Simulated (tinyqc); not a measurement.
Worked calculation: Rayleigh-quotient iteration on a symmetric matrix. One step of it, computed by the program tinyqc.

Task: Step 1. solve (A - shift) w = v; v' = w/|w| with its largest component positive (the first on a tie); lambda = v'^T A v'; the next shift is lambda.

A:
```
           1          2          3          4
1   0.161000   0.435000  -0.160000  -0.300000
2   0.435000   1.185000  -0.560000   0.889000
3  -0.160000  -0.560000   1.682000  -0.302000
4  -0.300000   0.889000  -0.302000   1.956000
```

vector v at the start: 0.500000  0.500000  0.500000  0.500000

shift = 1.690000

Give: vector after step 1; Rayleigh quotient after step 1.

Result:

vector after step 1: -0.1063  -0.0126  0.8805  0.4618

Rayleigh quotient after step 1 = 1.5402
